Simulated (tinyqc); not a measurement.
Inside a calculation: Wannier-Stark ladder of a miniband. Values are carried at full precision from step to step, so a last printed digit may differ when a step is redone from the rounded ones.

One state in each well j = -(Nw - 1)/2 ... (Nw - 1)/2: H_jj = j e F d, H_(j,j+1) = -W/4; 1 kV/cm = 0.01 meV/angstrom. In an infinite chain the levels are j e F d and the state of well 0 has amplitude J_j(x) in size on well j, x = W/(2 e F d).

Constants: hbar = 6.58211957e-16 eV s.

Inputs chosen for the exercise (near those of an InGaAs/InAlAs superlattice; the results hold for these values, not for the real material): W = 14 meV (miniband width); d = 108 angstrom (period); F = 4.1 kV/cm (field); Nw = 7 (wells).

## Scales

Give e F d, x, the Bloch frequency e F d/(2 pi hbar) and period, and the swing W/(e F) of a wave packet.

e F d = 4.428 meV
x = 1.5808
frequency = 1.071 THz
period = 0.934 ps
swing = 341 angstrom

## The matrix

Fill it in.

H (meV), lower triangle:
```
,-3,-2,-1,0,1,2,3
-3,-13.284
-2,-3.500,-8.856
-1,0,-3.500,-4.428
0,0,0,-3.500,0
1,0,0,0,-3.500,4.428
2,0,0,0,0,-3.500,8.856
3,0,0,0,0,0,-3.500,13.284
```

## Levels and the middle state

Diagonalise; give the levels, their spacings and the weights of the middle level on the wells.

levels (meV): -15.522  -9.326  -4.483  0.000  4.483  9.326  15.522

spacings (meV): 6.197  4.842  4.483  4.483  4.842  6.197

weights: 0.0044  0.0629  0.3231  0.2194  0.3231  0.0629  0.0044

The spacing in the middle is 1.0125 e F d and at the ends 1.399 e F d; states that reach the ends of the stack are pushed apart.

## Bessel amplitudes

With x = W/(2 e F d): J_j(x)^2 for j = 0 to 5, their running sum over -j ... j, and the spread sqrt(sum j^2 J_j^2) = x/sqrt2. For a hole fixed in well 0 the J_j^2 are the strengths of the optical lines at j e F d.

Weights:
```
j,J_j^2,sum
0,0.2174,0.2174
1,0.3225,0.8625
2,0.0636,0.9897
3,0.0049,0.9996
4,0.0002,1.0000
5,0.0000,1.0000
```

spread = 1.118 periods

The strongest line is j = +/-1.

## Checks

- Weight on well 1 of the middle state of 61 wells against J_1(x)^2: both 0.3225.

Computed by tinyqc, a small Python program: `OMP_NUM_THREADS=1 python tinyqc.py 1282749 1282750 out.jsonl` (the numbers bound the seed that draws the inputs); one thread of a shared host (Intel(R) Xeon(R) Processor @ 2.30GHz), about 0.01 s for the whole set of steps.
